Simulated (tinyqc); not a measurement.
Propagation of a band-gap error through k.p and effective-mass formulas: sweeps and comparisons. A value that a table varies takes the place of the one given here.

Chain, for a gap E (the reference Eg or another value), with Ep and Dso kept: 1/me = 1 + Ep (E + 2 Dso/3)/(E (E + Dso)); g* = 2 - 2 Ep Dso/(3 E (E + Dso)); g1(E) = g1 + (Ep/3)(1/E - 1/Eg), g2(E) = g2 + (Ep/6)(1/E - 1/Eg), light hole 1/(g1 + 2 g2), heavy hole 1/(g1 - 2 g2) along [100]; optical constant ei(E) = 1 + (ei - 1)(EP/(EP + E - Eg))^2, static e0(E) = ei(E) + e0 - ei.

Donor: R = Ry me/e0^2, a_B = a0 e0/me, Mott density (0.26/a_B)^3. Nc, Nv = 2 (m kT/(4 pi c))^(3/2), c = hbar^2/2m0, ni = sqrt(Nc Nv) exp(-E/2kT). Exciton: Ry mu/e0^2 with 1/mu = 1/me + g1(E). 1 angstrom^-3 = 1e24 cm^-3.

Constants: Ry = 13.60569312 eV; a0 (Bohr radius) = 0.5291772105 angstrom; kB = 8.617333262e-05 eV/K; hbar^2/2m0 = 3.80998211 eV angstrom^2.

Inputs chosen for the exercise (reference values near those of GaSb, gap at low temperature; shifted at random, so the results belong to these values and not to a real crystal): Eg = 0.824 eV (gap at Gamma to the s-like level); Dso = 0.75 eV (spin-orbit splitting); Ep = 26.8 eV (Kane energy); g1 = 13.33 (Luttinger gamma1); g2 = 4.7 (gamma2); e0 = 15.99 (static dielectric constant); ei = 14.22 (optical dielectric constant); EP = 3.96 eV (mean (Penn) gap); mh = 0.54 m0 (density-of-states mass of the holes); T = 400 K (temperature); Eg2 = 1.92 eV (a wrong gap, of the size a hybrid with far too much exact exchange can give).

## The size of the error

E = f Eg; ratios against f = 1.

Results:
```
f     E (eV)  me ratio  light-hole ratio  e0 ratio  donor ratio  Mott ratio       g*  log10 ni ratio
0.25   0.206     0.292             0.259     1.334        0.164      0.0105  -66.042            3.49
0.40   0.330     0.447             0.411     1.253        0.285      0.0453  -35.658            2.85
0.60   0.494     0.640             0.611     1.157        0.478       0.169  -19.780            1.93
0.80   0.659     0.823             0.807     1.073        0.715       0.451  -12.425            0.97
1.00   0.824     1.000             1.000     1.000        1.000        1.00   -8.332            0.00
1.20   0.989     1.172             1.189     0.935        1.339        1.97   -5.794           -0.99
1.50   1.236     1.421             1.466     0.852        1.960        4.65   -3.459           -2.48
2.00   1.648     1.822             1.912     0.740        3.329        14.9   -1.391           -5.00
```

What does this show?

Between f = 0.8 and 1.2 the mean powers d ln(ratio)/d ln f are 0.87 for me, 0.95 for the light hole, -0.34 for e0, 1.55 for the donor energy and 3.63 for the Mott density; ni moves by -0.60 decades per 0.1 eV, against -0.1 eV/(2 kT ln 10) = -0.63 from the exponential alone, the rest coming from Nc through me^(3/4). Rows with E below about 8 kT bring ni near Nc, beyond Boltzmann statistics. g* keeps its sign, from -66.04 to -1.39.

## What each input does

All at E = Eg2. Each row changes one parameter from the base and keeps the others.

Results:
```
case            me (m0)  light hole (m0)     e0  donor (meV)  exciton (meV)  log10 ni
base             0.0733           0.0966  10.88        8.420          5.528     6.439
Eg2 = 2.074 eV   0.0783           0.1035  10.41        9.830          6.417     5.491
Dso = 0.81 eV    0.0736           0.0966  10.88        8.465          5.548     6.441
Ep = 24.656 eV   0.0791           0.0882  10.88        9.094          5.669     6.465
g1 = 12.264      0.0733           0.1077  10.88        8.420          5.827     6.439
EP = 3.643 eV    0.0733           0.0966  10.58        8.900          5.843     6.439
ei = 13.082      0.0733           0.0966  11.32        7.778          5.107     6.439
mh = 0.497 m0    0.0733           0.0966  10.88        8.420          5.528     6.412
T = 432 K        0.0733           0.0966  10.88        8.420          5.528     7.386
```

What can be read from the table?

The largest shifts from the base row, up to three for each result and ties (the steps differ in size, so this ranks the rows, not the parameters). me (m0): Ep +0.0059, Eg2 +0.0050, Dso +0.0004; unchanged at the printed digits by g1, EP, ei, mh and T. light hole (m0): g1 +0.0111, Ep -0.0084, Eg2 +0.0069; unchanged at the printed digits by Dso, EP, ei, mh and T. e0: Eg2 -0.47, ei +0.44, EP -0.30; unchanged at the printed digits by Dso, Ep, g1, mh and T. donor (meV): Eg2 +1.411, Ep +0.674, ei -0.642; unchanged at the printed digits by g1, mh and T. exciton (meV): Eg2 +0.889, ei -0.421, EP +0.315; unchanged at the printed digits by mh and T. log10 ni: Eg2 -0.949, T +0.946, mh -0.027; unchanged at the printed digits by g1, EP and ei.

Computed by tinyqc, a small Python program: `OMP_NUM_THREADS=1 python tinyqc.py 1880552 1880553 out.jsonl` (the numbers bound the seed that draws the inputs); one thread of a shared host (Intel(R) Xeon(R) Processor @ 2.30GHz), about 0.01 s for the whole set of steps.
